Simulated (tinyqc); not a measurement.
Electromigration in a confined line: Blech product, Korhonen stress evolution and Black's law: one step, computed by the program tinyqc. Command: `OMP_NUM_THREADS=1 python tinyqc.py 3010898 3010899 out.jsonl emigr walk`. One thread of a shared host (Intel(R) Xeon(R) Processor @ 2.30GHz), about 0.02 s of CPU time with the checks.

The electron wind pushes atoms from the cathode (x = 0) to the anode (x = L); blocking ends build a back stress (tension positive). The input rho is taken not to change with temperature. d sigma/dt = d/dx [kappa (d sigma/dx + G)], with zero flux at both ends and sigma = 0 at t = 0.

Task: Steady state and Blech product. At steady state sigma(x) = G (L/2 - x). A void forms only if the cathode stress reaches sigma_c, that is if j L exceeds (j L)_c = 2 Omega (sigma_c)/(Z* e rho). Time scale tau = L^2/kappa.

Inputs (values chosen for the exercise, close to those used for ruthenium lines):
```
quantity,value,unit
resistivity rho,13.8,micro-ohm cm
atomic volume Omega,13.6,angstrom^3
effective charge number Z*,1.6,-
critical stress sigma_c,520,MPa
current density j,3,MA/cm^2
line length L,24,um
test temperature T,230,C
```

Start: stress-free.

stress gradient G = 78.03543 MPa/um

kappa = 1.262505e-18 m^2/s

Constants: e = 1.602176634e-19 C.

Give: steady cathode stress; j L; critical product (j L)_c; tau.

Result:

steady cathode stress = 936.43 MPa

j L = 7200 A/cm

critical product (j L)_c = 3998.2 A/cm

tau = 1.2673e+05 h

j L is 1.80 times the critical product: the line can fail. Caution: a steady stress above sigma_c is formal, since a void forms first.
